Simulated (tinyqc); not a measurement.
Worked calculation: heavy doping: gap narrowing, degeneracy and the minority density. Values are carried at full precision from step to step, so a last printed digit may differ when a step is redone from the rounded ones.

Empirical narrowing (Slotboom form, constants chosen for the exercise; published fits of this form give the apparent narrowing, here it is taken as the true one): dEg = E0 [ln(N/N0) + sqrt(ln(N/N0)^2 + C)].

Constants: kB = 8.617333262e-05 eV/K; e^2/(4 pi eps0) = 14.39964547 eV angstrom.

Parameters, chosen for this exercise (gap and densities of states near those of Si at this temperature; narrowing constants near the fits for Si; shifted at random, so the results belong to these values and not to a real crystal): N = 4.3e+18 1/cm^3 (ionised acceptors, equal to the majority density); E0 = 6.64 meV (narrowing scale); N0 = 8.3e+16 1/cm^3 (onset density); C = 0.5 (smoothing constant); Nv = 1.14e+19 1/cm^3 (valence-band density of states); Eg = 1.127 eV (gap); Nc = 2.73e+19 1/cm^3 (conduction-band density of states); T = 300 K; eps = 11.8 (dielectric constant); Mv = 1 (majority valleys).

## Gap narrowing

Evaluate at N.

ln(N/N0) = 3.9475
dEg (empirical fit) = 52.84 meV

Well above N0 each decade of doping adds 2 E0 ln 10 = 30.6 meV.

## Degeneracy of the majority band

F_j(eta) = (1/Gamma(j + 1)) integral_0^infinity x^j dx/(1 + exp(x - eta)), which tends to exp(eta) for eta << 0.

Majority: N = Nv F_1/2(eta), eta the distance of EF beyond the majority band edge in kT. Degeneracy factor gam = F_1/2(eta)/exp(eta). ni0^2 = Nc Nv exp(-Eg/kT); product n p = ni0^2 gam exp(dEg/kT), dEg the true narrowing; apparent narrowing dEa = dEg + kT ln gam; minority density = n p/N.

Solve for eta and form gam.

N/Nv = 0.3772
eta = -0.8423
gam = 0.8758

## Product and minority density

Combine both effects.

ni0 = 6.03e+09 1/cm^3
exp(dEg/kT) = 7.72
dEa = 49.4 meV
sqrt(n p) = 1.57e+10 1/cm^3
minority density = 57.1 1/cm^3

Narrowing multiplies the product by 7.72 and degeneracy by 0.876; together they change the minority density by a factor 6.76 against ni0^2/N.

## Two estimates of the size

Two physical estimates, e2 = e^2/(4 pi eps0), N in 1/angstrom^3: exchange shift at the Fermi level, Ex = (e2/eps) kF/pi with kF = (3 pi^2 N/Mv)^(1/3); screened-pair energy (Lanyon-Tuft), Es = (3/4)(e2/eps) qs with qs^2 = (4 pi e2 N/(eps kT)) F_-1/2(eta)/F_1/2(eta).

Evaluate both at N.

kF = 0.05031 1/angstrom
Ex = 19.54 meV
Es = 43.45 meV

Against the fitted dEg = 52.8 meV, Ex is 0.37 and Es 0.82 times as large; each keeps one mechanism only, and Ex assumes a strongly degenerate gas, while here eta is only -0.84.

## Checks

- Minority density against the Boltzmann occupation of the other band at the narrowed gap (1/cm^3): both 57.13.

Run: tinyqc, `OMP_NUM_THREADS=1 python tinyqc.py 1680172 1680173 out.jsonl`; Intel(R) Xeon(R) Processor @ 2.30GHz, one thread, shared host; about 0.01 s of CPU time with all checks.
